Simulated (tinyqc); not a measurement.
Comparisons within one model: two-band k.p model of the Delta valleys near the X point under shear strain. A value that a table varies takes the place of the one given here.

Valley pair on the [001] axis, kz counted from the X point, c = hbar^2/2m0, k0 = kx0 2 pi/a. H = (c kz^2/ml + c (kx^2 + ky^2)/mt + c k0^2/ml) 1 + (2 c k0 kz/ml) sigma_z + (D exy - 2 c kx ky/Mp) sigma_x, so E = c kz^2/ml + c (kx^2 + ky^2)/mt + c k0^2/ml -/+ sqrt((2 c k0 kz/ml)^2 + (D exy - 2 c kx ky/Mp)^2). Without strain the lower band has its minima, E = 0, at kz = +/- k0. Shifts from diagonal strain are left out.

For |eta| < 1: k_min = k0 sqrt(1 - eta^2), E_min = -Delta eta^2/2, ml(eta) = ml/(1 - eta^2), 1/m[110] = 1/mt + eta/Mp, 1/m[1-10] = 1/mt - eta/Mp. For |eta| > 1 the minimum sits at X: E_min = -Delta (2 |eta| - 1)/2, ml(eta) = ml/(1 - 1/|eta|), and eta is replaced by its sign in the transverse masses. Here Delta = 2 c k0^2/ml and eta = D exy/Delta.

s11 = (C11 + C12)/((C11 - C12)(C11 + 2 C12)), s12 = -C12/((C11 - C12)(C11 + 2 C12)), s44 = 1/C44; exx = s11 sxx + s12 (syy + szz) and cyclic, exy = s44 sxy/2; tension is positive. A uniaxial stress X along the unit vector n is s_ij = X n_i n_j.

Constants: hbar^2/2m0 = 3.80998211 eV angstrom^2; kB = 8.617333262e-05 eV/K.

Inputs chosen for the exercise (near those of Si; not measured data):
- a = 5.419 angstrom (lattice constant)
- ml = 0.925 m0 (longitudinal mass)
- mt = 0.196 m0 (transverse mass)
- kx0 = 0.157 2 pi/a (distance of the minimum from X)
- D = 12.9 eV (shear deformation potential)
- Mp = 0.229 m0 (coupling mass)
- C11 = 166.3 GPa
- C12 = 64.7 GPa
- C44 = 80.5 GPa
- Xu = 8.85 eV (uniaxial potential)
- T = 300 K (temperature)
- exy = -0.0021 (shear strain)

## Sweep of the shear strain

Delta = 2 c k0^2/ml, eta = D exy/Delta.

The minimum:
```
exy       eta  k_min/k0  E_min (meV)  ml(eta)  m[110]  m[1-10]  density-of-states mass
0.0000  0.000     1.000          0.0    0.925  0.1960   0.1960                   0.329
0.0021  0.099     0.995         -1.3    0.934  0.1807   0.2142                   0.331
0.0053  0.250     0.968         -8.6    0.987  0.1614   0.2495                   0.341
0.0106  0.501     0.865        -34.2    1.235  0.1372   0.3431                   0.387
0.0159  0.751     0.660        -77.1    2.124  0.1193   0.5492                   0.518
0.0190  0.898     0.440       -110.0    4.772  0.1108   0.8466                   0.765
0.0254  1.200     0.000       -191.2    5.543  0.1056   1.3601                   0.927
0.0339  1.602     0.000       -300.8    2.462  0.1056   1.3601                   0.707
```

The valleys reach X at eta = 1, that is exy = 0.0212. The shift is quadratic up to eta = 1 (-8.6 meV at eta = 0.25, -34.2 meV at 0.50) and linear beyond, while 1/m[110] rises linearly, taking m[110] from 0.196 to its floor 0.1056, a gain of 86 % in 1/m. ml(eta) diverges at eta = 1; the largest value listed is 5.54. A deformation-potential model with fixed masses misses all of this.

## Tension along [110]: repopulation and mass change

The z valleys move against the x and y valleys by Xu (ezz - exx) and, through the shear, by E_min. Share of the z valleys n = w/(w + 2 exp(dE/kT)), dE the total relative shift, w = sqrt(ml(eta) m[110] m[1-10]/(ml mt^2)). Along [110]: 1/m_c = n/m[110] + (1 - n)(1/ml + 1/mt)/2. Fixed masses means E_min = 0, w = 1, m[110] = mt. Gains are against 3/(1/ml + 2/mt) at a fixed scattering time.

Results:
```
X (GPa)  Xu (ezz - exx) (meV)  E_min (meV)  m[110]  m_c fixed masses  m_c with shear  gain fixed (%)  gain with shear (%)
0.00                      0.0          0.0  0.1960            0.2658          0.2658             0.0                  0.0
0.25                    -10.9         -0.2  0.1900            0.2525          0.2479             5.3                  7.3
0.50                    -21.8         -0.7  0.1844            0.2397          0.2292            10.9                 16.0
1.00                    -43.6         -2.9  0.1741            0.2194          0.1964            21.2                 35.4
1.50                    -65.3         -6.6  0.1649            0.2073          0.1740            28.3                 52.8
2.00                    -87.1        -11.8  0.1566            0.2011          0.1598            32.2                 66.3
3.00                   -130.7        -26.5  0.1424            0.1970          0.1427            35.0                 86.3
```

At 1 GPa repopulation alone gives 21.2 % and the shear terms raise it to 35.4 %. From 2 to 3 GPa the fixed-mass gain grows by 2.8 points, towards its ceiling of 35.6 % when all electrons sit in the z valleys, whereas the gain with shear grows by 20.0 points because m[110] keeps falling.

## What each parameter does

Delta = 2 c k0^2/ml, eta = D exy/Delta. Each row changes one parameter from the base and keeps the others.

Results:
```
case                      eta  E_min (meV)  ml(eta) (m0)  m[110] (m0)  m[1-10] (m0)
base                  -0.0992        -1.34        0.9342       0.2142        0.1807
ml = 0.98975 m0       -0.1062        -1.44        1.0010       0.2156        0.1797
mt = 0.20972 m0       -0.0992        -1.34        0.9342       0.2307        0.1922
kx0 = 0.16799 2 pi/a  -0.0867        -1.17        0.9320       0.2117        0.1825
D = 11.997 eV         -0.0923        -1.16        0.9329       0.2128        0.1817
Mp = 0.21297 m0       -0.0992        -1.34        0.9342       0.2157        0.1796
exy = -0.00195        -0.0921        -1.16        0.9329       0.2128        0.1817
```

The largest shifts from the base row, up to three for each result and ties (the steps differ in size, so this ranks the rows, not the parameters). eta: kx0 +0.0126, exy +0.0071, D +0.0069, ml -0.0069; unchanged at the printed digits by mt and Mp. E_min (meV): exy +0.19, D +0.18, kx0 +0.17; unchanged at the printed digits by mt and Mp. ml(eta) (m0): ml +0.0668, kx0 -0.0022, exy -0.0013, D -0.0013; unchanged at the printed digits by mt and Mp. m[110] (m0): mt +0.0165, kx0 -0.0025, Mp +0.0015. m[1-10] (m0): mt +0.0116, kx0 +0.0018, Mp -0.0011.

Computed by tinyqc, a small Python program: `OMP_NUM_THREADS=1 python tinyqc.py 1050277 1050278 out.jsonl` (the numbers bound the seed that draws the inputs); one thread of a shared host (Intel(R) Xeon(R) Processor @ 2.30GHz), about 0.01 s for the whole set of steps.
